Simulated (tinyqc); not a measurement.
Thermal stress, cracking, delamination and buckling of a thin film; Griffith cracks and misfitting inclusions: one step, computed by the program tinyqc. Command: `OMP_NUM_THREADS=1 python tinyqc.py 3009667 3009668 out.jsonl filmcrack walk`. One thread of a shared host (Intel(R) Xeon(R) Processor @ 2.30GHz), about 0.01 s of CPU time with the checks.

Isotropic linear elasticity; the substrate is much thicker than the film; stress is positive in tension.

Question. Stress in the film. Thermal strain = (alpha_f - alpha_s)(T_d - T); stress = E/(1 - nu) x strain + intrinsic stress; plane-strain modulus Ebar = E/(1 - nu^2); G0 = stress^2 h/(2 Ebar) is the energy freed per area when a long strip loses its stress across its width.

Inputs (values chosen for the exercise, for a model film):

| quantity | value | unit |
|---|---|---|
| film Young's modulus E | 318 | GPa |
| film Poisson ratio nu | 0.26 | - |
| film expansion alpha_f | 2.16 | 1e-6/K |
| substrate expansion alpha_s | 3.2 | 1e-6/K |
| deposition temperature T_d | 1125 | K |
| final temperature T | 300 | K |
| intrinsic stress | -550 | MPa |
| film thickness h | 2.2 | micrometre |

Give: thermal strain; film stress; Ebar; G0.

Answer.

thermal strain = -8.58e-04

film stress = -918.7 MPa

Ebar = 341.1 GPa

G0 = 2.722 J/m^2

The film ends in compression; the thermal part is -369 MPa.
